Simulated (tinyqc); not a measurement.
Sublattice potential against complex hopping: Haldane model. Computed by the program tinyqc. H_AA = delta - 2 t2 sum cos(k.b + phi), H_BB = -delta - 2 t2 sum cos(k.b - phi), H_AB = -t1 (1 + exp(-i k.a1) + exp(-i k.a2)), b = a1, a2 - a1, -a2, m = 3 sqrt3 t2 sin(phi); the sign of the Chern number follows the orientation k1 then k2.

Honeycomb lattice:
```
parameter     value
t1 (eV)    2.370000
t2 (eV)    0.290000
phi (rad)  1.500000
```

Gaps at the two valleys (eV) and Chern number of the lower band (12 x 12 mesh):
```
delta   gap 2|delta - m|  gap 2|delta + m|  Chern number
-2.706             8.418             2.406             0
-1.954             6.914             0.902             0
-0.902             4.810             1.202            -1
0.000              3.006             3.006            -1
0.601              1.804             4.208            -1
1.127              0.752             5.260            -1
1.879              0.752             6.764             0
3.006              3.006             9.018             0
```

What does the comparison show, and why?

Here |m| = 1.5031 eV. For |delta| < |m| the two valleys have masses of opposite sign and the Chern number is +/-1; one gap closes at |delta| = |m|, and beyond it the band is trivial.
